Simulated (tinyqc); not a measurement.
What each value does: bond-orbital model of a tetrahedral semiconductor (Harrison's universal couplings).

Hybrid level eh = (es + 3 ep)/4; metallic energy V1 = (ep - es)/4 for each atom; covalent energy V2 = 3.22 hbar^2/(m d^2); polar energy V3 = (ehc - eha)/2; hbar^2/m = 2c, c = hbar^2/2m0. Polarity ap = V3/sqrt(V2^2 + V3^2), covalency ac = V2/sqrt(V2^2 + V3^2). p-p coupling at Gamma Exx = (4/3)(2.22 - 2 x 0.63) hbar^2/(m d^2) = 1.28 hbar^2/(m d^2), s-s coupling Ess = 4 x 1.32 hbar^2/(m d^2).

Constants: hbar^2/2m0 = 3.80998211 eV angstrom^2.

Inputs chosen for the exercise (near tabulated values for Si; the model gives trends, and its gaps can be far from the real ones; not measured data): esc = -14.88 eV (s level, cation); epc = -7.52 eV (p level, cation); esa = -14.88 eV (s level, anion); epa = -7.52 eV (p level, anion); d = 2.35 angstrom (bond length).

The bond-antibond splitting is 2 sqrt(V2^2 + V3^2). E0 is the upper root of [[esa, 5.28 u], [5.28 u, esc]] less the lower root of [[epa, 1.28 u], [1.28 u, epc]], u = hbar^2/(m d^2). Each row changes one parameter from the base and keeps the others.

Results:

| case | ap | bond-antibond splitting (eV) | Ev (eV) | E0 (eV) |
|---|---|---|---|---|
| base | 0.0000 | 8.886 | -9.286 | 1.692 |
| esc = -14.38 eV | 0.0141 | 8.887 | -9.286 | 1.946 |
| epc = -7.02 eV | 0.0422 | 8.894 | -9.054 | 1.459 |
| esa = -14.38 eV | -0.0141 | 8.887 | -9.286 | 1.946 |
| epa = -7.02 eV | -0.0422 | 8.894 | -9.054 | 1.459 |
| d = 2.4 angstrom | 0.0000 | 8.520 | -9.213 | 1.318 |

The largest shifts from the base row, up to three for each result and ties (the steps differ in size, so this ranks the rows, not the parameters). ap: epc +0.0422, epa -0.0422, esc +0.0141, esa -0.0141; unchanged at the printed digits by d. bond-antibond splitting (eV): d -0.366, epc +0.008, epa +0.008. Ev (eV): epc +0.232, epa +0.232, d +0.073; unchanged at the printed digits by esc and esa. E0 (eV): d -0.373, esc +0.254, esa +0.254.

Computed by tinyqc, a small Python program: `OMP_NUM_THREADS=1 python tinyqc.py 1481695 1481696 out.jsonl` (the numbers bound the seed that draws the inputs); one thread of a shared host (Intel(R) Xeon(R) Processor @ 2.30GHz), about 0.01 s for the whole set of steps.
